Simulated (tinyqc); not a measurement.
Resonant-tunnelling diode, transfer matrices and Tsu-Esaki current: two steps of the calculation.

Emitter (band edge 0), barrier d1, well Lw, barrier d2, collector (edge -V). The bias drops linearly over these layers and none in the contacts; each layer is cut into ns equal slices, flat at the value of their centres. E is the energy of motion across the layers, C = hbar^2/(2 m0), psi and psi'/m are continuous. Transport is coherent, T(E) is taken as independent of the transverse momentum, and charge in the well is ignored.

Inputs (values chosen for the exercise); masses and offsets close to those of GaN wells and AlGaN barriers:
```
symbol,value,unit,meaning
T,77,K,temperature
mw,0.21,m0,"mass in the well, spacer and contacts"
Ef,0.053,eV,Fermi energy of both contacts above their band edges
V,0.13,V,bias of the collector
```

Constants: q = 1.602176634e-19 C, kB = 1.380649e-23 J/K, hbar = 1.054571817e-34 J s, m0 = 9.1093837015e-31 kg, Vt = kB T/q. Results are converted to the units shown.

Problem 1. Breit-Wigner parameters from a parabola through 1/T(E). Near a resonance 1/T(E) = (1/Tp) [1 + (2 (E - Er)/G)^2]. With y = 1/T(E) at E0 - h, E0, E0 + h: a = (y1 + y3 - 2 y2)/(2 h^2), b = (y3 - y1)/(2 h), Er = E0 - b/(2 a), 1/Tp = y2 - b^2/(4 a), G = 2 sqrt(1/(Tp a)), tau = hbar/G.

three energies (eV): [0.040984, 0.045384, 0.049784]
T(E) at these energies: [0.44436280, 0.72711837, 0.46596406]

Wanted: Er; Tp; G; tau.

Solution 1.

Er = 0.045523 eV
Tp = 0.72756
G = 11.373 meV
tau = 57.877 fs

The true maximum of T(E) lies at 0.045261 eV with height 0.7275 and full width 11.45 meV; the fitted G is 0.68 % below that width.

Problem 2. Current from the resonance alone. J = J0 times the integral over E > 0 of T(E) N(E), N = ln[(1 + exp((Ef - E)/Vt))/(1 + exp((Ef - V - E)/Vt))], J0 = q^2 mw m0 kB T/(2 pi^2 hbar^3) (times 1e-4 for A/cm^2 per eV). For a sharp resonance J = J0 (pi G/2) Tp N(Er), with Er the peak energy, Tp the peak transmission and G the full width at half maximum (in eV). The three values given are estimates from a parabola through three points of 1/T(E).

Er = 0.045523445 eV
Tp = 0.72755564
G = 11.372619 meV

Give: J0; N(Er); J.

Solution 2.

J0 = 2.255e7 A/(cm^2 eV)
N(Er) = 1.407
J = 412.5 kA/cm^2

The full integral over T(E) gives 374.9 kA/cm^2; the value above is 10 % above it.

Computed by the program tinyqc: `OMP_NUM_THREADS=1 python tinyqc.py 2600038 2600039 out.jsonl`, one thread of a shared Intel Xeon 2.30GHz, about 0.08 s for the whole run.
